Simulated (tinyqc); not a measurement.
What each parameter does: model-solid line-up of a strained alloy layer on a substrate.

All values of the alloy are linear in x but the gap, Eg(x) = (1 - x) Eg_A + x Eg_B - C x (1 - x), and the valence edge, Ev(x) = (1 - x) Ev_A + x Ev_B + fv C x (1 - x); Ec = Ev + Eg. Ev is the top of the unstrained valence band on a scale common to all materials. In the layer only the Gamma valley of the conduction band is followed, also where an X or L valley would lie lower.

Coherent growth on a (111) face: e_par = (a_s - a)/a, e_perp = -(2 C11 + 4 C12 - 4 C44)/(C11 + 2 C12 + 4 C44) e_par; exx = eyy = ezz = (2 e_par + e_perp)/3 and exy = eyz = ezx = (e_perp - e_par)/3.

Strained edges: Ec + ac tr(e); the valence edges are Ev plus the levels of the 6 x 6 matrix of X, Y, Z times spin with -Dso/3 + l exx + m (eyy + ezz) on the diagonal (cyclic), n exy off it, l = av + 2 b, m = av - b, n = sqrt(3) d. Spin-orbit term (Dso/3) L.sigma on X, Y, Z with (L_k)_ij = -i epsilon_kij: <X+|H|Y+> = -i Dso/3, <X+|H|Z-> = Dso/3, <Y+|H|Z-> = -i Dso/3, <Z+|H|X-> = -Dso/3, <Z+|H|Y-> = i Dso/3, <X-|H|Y-> = i Dso/3, and their conjugates; + and - are the spin along z.

dEc = Ec(substrate) - Ec(layer), dEv = Ev(layer) - Ev(substrate); positive values confine the carrier in the layer. Type I: both of one sign; type II: opposite signs; type III: the gaps do not overlap.

Parameters, chosen for this exercise (A near AlAs, B near InAs, substrate near InP; the results hold for these values, not for the real material):

| symbol | value | unit | meaning |
|---|---|---|---|
| a | (5.666, 6.062) | angstrom | lattice constant of A, B |
| Eg | (3.133, 0.422) | eV | gap at Gamma to the s-like level of A, B |
| Dso | (0.282, 0.393) | eV | spin-orbit splitting of A, B |
| Ev | (-1.35, -0.59) | eV | top of the unstrained valence band of A, B |
| ac | (-5.68, -5.03) | eV | conduction deformation potential of A, B |
| av | (2.45, 1.01) | eV | valence hydrostatic potential of A, B |
| b | (-2.33, -1.79) | eV | tetragonal shear potential of A, B |
| d | (-3.42, -3.59) | eV | trigonal shear potential of A, B |
| C11 | (123.8, 83.4) | GPa | of A, B |
| C12 | (52.6, 44.9) | GPa | of A, B |
| C44 | (54.3, 39.5) | GPa | of A, B |
| C | 0.774 | eV | bowing of the gap |
| fv | 0 |  | share of the bowing taken by the valence edge |
| a_s | 5.874 | angstrom | substrate |
| Eg_s | 1.436 | eV | lowest gap of the substrate |
| Ev_s | -0.93 | eV | substrate valence edge |
| face | 111 |  | growth face |
| x | 0.37 |  | fraction of B |

Strained gap, valence splitting and offsets.

One parameter was then changed.

Results before and after:

| case | gap (eV) | splitting (meV) | dEc (eV) | dEv (eV) |
|---|---|---|---|---|
| base | 1.7976 | 71.9 | -0.2912 | -0.0704 |
| changed | 1.8002 | 74.4 | -0.2942 | -0.0700 |

Which of these changes was made? (a) x = 0.35; (b) Dso = (0.324, 0.452) eV; (c) a_s = 5.854 angstrom; (d) Ev_s = -0.88 eV; (e) d = (-3.933, -4.128) eV; (f) C12 = (60.49, 51.635) GPa; (g) fv = 0.2; (h) C = 0.874 eV.

Answer: (f) C12 = (60.49, 51.635) GPa. Of the candidates, run in turn, only this one gives the changed row.

All candidates:

| case | gap (eV) | splitting (meV) | dEc (eV) | dEv (eV) |
|---|---|---|---|---|
| base | 1.7976 | 71.9 | -0.2912 | -0.0704 |
| x = 0.35 | 1.8349 | 81.9 | -0.3234 | -0.0755 |
| a_s = 5.854 angstrom | 1.8483 | 47.3 | -0.3184 | -0.0939 |
| C = 0.874 eV | 1.7743 | 71.9 | -0.2679 | -0.0704 |
| fv = 0.2 | 1.7976 | 71.9 | -0.3273 | -0.0344 |
| Ev_s = -0.88 eV | 1.7976 | 71.9 | -0.2412 | -0.1204 |
| d = (-3.933, -4.128) eV | 1.7909 | 83.5 | -0.2912 | -0.0637 |
| C12 = (60.49, 51.635) GPa | 1.8002 | 74.4 | -0.2942 | -0.0700 |
| Dso = (0.324, 0.452) eV | 1.7983 | 71.2 | -0.2912 | -0.0711 |

Program tinyqc; command `OMP_NUM_THREADS=1 python tinyqc.py 1051388 1051389 out.jsonl`; about 0.01 s on one thread of a shared Intel(R) Xeon(R) Processor @ 2.30GHz.
